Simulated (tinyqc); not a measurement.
Absorption spectrum: gated graphene: carriers, quantum capacitance and optical conductivity.

Conductivity over sigma0 = e^2/(4 hbar): interband Re = sinh(E/2kT)/(cosh(mu/kT) + cosh(E/2kT)); intraband Re = (8 kT/pi) ln(2 cosh(mu/2kT)) Gm/(E^2 + Gm^2). A free sheet absorbs about pi alpha_f Re(sigma/sigma0), alpha_f the fine-structure constant (alpha among the constants).

Constants: kB = 8.617333262e-05 eV/K; fine-structure constant alpha = 0.007297352564.

Parameters, chosen for this exercise (out of a larger set: Fermi velocity near that of graphene, gate dielectric near HfO2; not measured data): T = 150 K; Gm = 5 meV (intraband damping).

mu = 0.02801 eV

Results:

| E (eV) | interband | intraband | absorption (%) |
|---|---|---|---|
| 0.006 | 0.0430 | 3.2158 | 7.471 |
| 0.011 | 0.0795 | 1.3436 | 3.262 |
| 0.020 | 0.1487 | 0.4616 | 1.399 |
| 0.028 | 0.2155 | 0.2425 | 1.050 |
| 0.039 | 0.3164 | 0.1269 | 1.016 |
| 0.048 | 0.4055 | 0.0842 | 1.123 |
| 0.056 | 0.4869 | 0.0621 | 1.258 |
| 0.064 | 0.5670 | 0.0476 | 1.409 |
| 0.073 | 0.6518 | 0.0366 | 1.578 |
| 0.090 | 0.7847 | 0.0241 | 1.854 |
| 0.112 | 0.8956 | 0.0156 | 2.089 |
| 0.168 | 0.9869 | 0.0069 | 2.278 |

The edge lies at 2|mu| = 0.056 eV and, for |mu| above about 3 kT (here 2.2), rises from 10 % to 90 % over about 8.8 kT = 0.114 eV. The absorption is lowest, 1.016 %, at 0.039 eV of those listed, between the Drude tail and the edge; at the last row it is 2.278 % against pi alpha_f = 2.293 %. The thin-sheet formula fails where the absorption is large, and trigonal warping matters above about 1.5 eV.

Program tinyqc; command `OMP_NUM_THREADS=1 python tinyqc.py 1652503 1652504 out.jsonl`; about 0.01 s on one thread of a shared Intel(R) Xeon(R) Processor @ 2.30GHz.
